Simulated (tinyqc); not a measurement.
## Hexagonal on-chip spiral inductor, lumped pi model: effect of the substrate resistivity

Outer diameter do = di + 2 n wd + 2 (n - 1) sp, mean da = (do + di)/2, fill p = (do - di)/(do + di), length l = 3.464 n da. L = 2.33 mu0 n^2 da/(1 + 3.82 p), mu0 = 4 pi 1e-7 H/m. Rs = rho l/(wd delta (1 - exp(-th/delta))), delta = sqrt(rho/(pi f mu0)). Cs = n wd^2 eps0 eo/hu across the coil. At each end Cox = l wd eps0 eo/(2 ho) leads to the substrate branch Rsi = 2 rs he/(l wd) in parallel with Csi = l wd eps0 11.7/(2 he). With one end grounded Y = 1/(Rs + i w L) + i w Cs + 1/[1/(i w Cox) + 1/(1/Rsi + i w Csi)], w = 2 pi f; Q = -Im Y/Re Y. Eddy currents in neighbouring turns and in the substrate are left out.

Peak Q and its frequency from a search over f; self-resonance where Im Y = 0; Q at the given f (negative beyond resonance).

Inputs (values chosen for the exercise); values of the order met in silicon radio-frequency processes: number of turns n = 1.5; line width wd = 8 um; space between turns sp = 3 um; inner diameter di = 60 um; metal thickness th = 0.9 um; metal resistivity rho = 1.9 uohm cm; oxide below the coil ho = 4.7 um; oxide between coil and underpass hu = 1.5 um; relative permittivity of the oxide eo = 3.9; effective spreading depth in the substrate he = 80 um; frequency f = 8.2 GHz.

Constants: eps0 = 8.8541878128e-12 F/m. Results are converted to the units shown.

The same in every row: L (nH) = 0.2846; do (um) = 87.00.

Effect of the substrate resistivity:
```
rs (ohm cm)  peak Q  f of the peak (GHz)  self-resonance (GHz)  Q at f
0.1           15.03                25.17                 85.09   8.451
1             11.62                18.44                 147.0   8.313
3             13.56                29.00                 150.7   8.246
10            19.02                46.39                 151.2   8.392
30            23.34                59.06                 151.2   8.483
100           25.99                66.45                 151.2   8.518
1000          27.34                70.11                 151.2   8.531
10000         27.49                70.51                 151.2   8.533
```

As rs goes from 0.1 to 10000, L stays at 0.285 nH, the peak Q goes from 15.0 through a minimum of 11.6 (at rs = 1 among the rows listed) to 27.5, its frequency goes from 25.2 through a minimum of 18.4 (at rs = 1 among the rows listed) to 70.5 GHz and the self-resonance rises from 85.1 to 151 GHz. In this model both a very low and a very high resistivity dissipate little: the first shorts the branch to a pure Cox, the second blocks the current. For rs = 0.1, 1 eddy currents in the substrate, left out, would lower Q markedly.

Program tinyqc, `OMP_NUM_THREADS=1 python tinyqc.py 2302243 2302244 out.jsonl`; Intel Xeon 2.30GHz, shared host, one thread, about 0.01 s.
